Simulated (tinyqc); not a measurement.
Inside a calculation: deep level with several charge states, and Shockley-Read-Hall recombination. Values are carried at full precision from step to step, so a last printed digit may differ when a step is redone from the rounded ones.

Energies from Ev. The defect has charge states +1, 0, -1 with weights 1, gm exp((EF - E1)/kT), exp((2 EF - E1 - E2)/kT); the shares are the weights over their sum. Boltzmann carriers: n = Nc exp((EF - Eg)/kT), p = Nv exp(-EF/kT). Neutrality: p - n + Nd + Nt <q> = 0.

Constants: kB = 8.617333262e-05 eV/K.

Parameters, chosen for this exercise (gap and densities of states near those of SiC at this temperature; shifted at random, so the results belong to these values and not to a real crystal):
```
symbol  value     unit    meaning
Eg      3.265     eV      gap
Nc      1.36e+19  1/cm^3  conduction-band density of states
Nv      2.42e+19  1/cm^3  valence-band density of states
T       250       K
E1      0.924     eV      level (+1/0) above Ev
E2      1.979     eV      level (0/-1) above Ev
gm      1                 degeneracy of the middle state, the others 1
Nt      1.8e+16   1/cm^3  defects
Nd      -2e+16    1/cm^3  ionised shallow donors minus acceptors
E_try   2.09      eV      trial Fermi level
Et      0.924     eV      recombination level above Ev
sn      4.5e-15   cm^2    electron capture cross-section
sp_     1.4e-15   cm^2    hole capture cross-section
vth     16000000  cm/s    thermal velocity, both carriers
Nm      1.8e+17   1/cm^3  equilibrium holes for the lifetime steps
dn      3e+16     1/cm^3  excess pairs
```

## Charge states at a trial Fermi level

Form the exponents, the shares, the mean charge and the residual of neutrality at EF = E_try.

exponents of the second and third weights: 54.123  59.276

shares: +1 0.0000, 0 0.0058, -1 0.9942

<q> = -0.9942

n, p (1/cm^3): 2.80e-05  1.78e-23

residual = -3.79e+16 1/cm^3

The residual is negative, so EF must fall.

## The neutral state

Solve for EF.

EF = 0.2025 eV

shares at EF: +1 1.000, 0 0.000, -1 0.000

n = 2.49e-43 1/cm^3
p = 2.00e+15 1/cm^3

Without the defects the majority density would be 2.00e+16 1/cm^3; with them the density of these carriers is 2.00e+15, so they compensate part of the doping. Most defects are in the state +1.

## Recombination through one level

One level at Et with degeneracy 1: tn = 1/(sn vth Nt), tp = 1/(sp_ vth Nt), n1 = Nc exp((Et - Eg)/kT), p1 = Nv exp(-Et/kT), ni^2 = n1 p1. Equilibrium p0 = Nm, n0 = ni^2/Nm; n = n0 + dn, p = p0 + dn. U = (n p - ni^2)/(tp (n + n1) + tn (p + p1)), lifetime dn/U; emission rates en = sn vth n1, ep = sp_ vth p1.

Evaluate each quantity.

tn, tp (microsecond): 0.0007716  0.002480

n1, p1 (1/cm^3): 8.73e-29  5.71

U = 2.66e+25 1/(cm^3 s)
lifetime = 0.00113 microsecond

The lifetime is 1.459 times the minority capture time tn and 0.346 times tn + tp, the limit of high injection.

## Emission and generation in a depleted region

With n = p = 0 the level generates pairs at G = Nt en ep/(en + ep); generation lifetime tg = ni/G; current density e G W for a width W = 1 micrometre, e = 1.602176634e-19 C.

en, ep (1/s): 6.29e-36  1.28e-07

G = 1.13e-19 1/(cm^3 s)
tg = 1.97e+11 microsecond
current density = 1.81e-42 A/cm^2

The slower step, electron emission, limits the rate: en/ep = 4.91e-29.

## Checks

- U against hole capture minus emission at the steady occupation of the level (1/(cm^3 s)): both 2.665e+25.

Computed by tinyqc, a small Python program: `OMP_NUM_THREADS=1 python tinyqc.py 1681848 1681849 out.jsonl` (the numbers bound the seed that draws the inputs); one thread of a shared host (Intel(R) Xeon(R) Processor @ 2.30GHz), about 0.01 s for the whole set of steps.
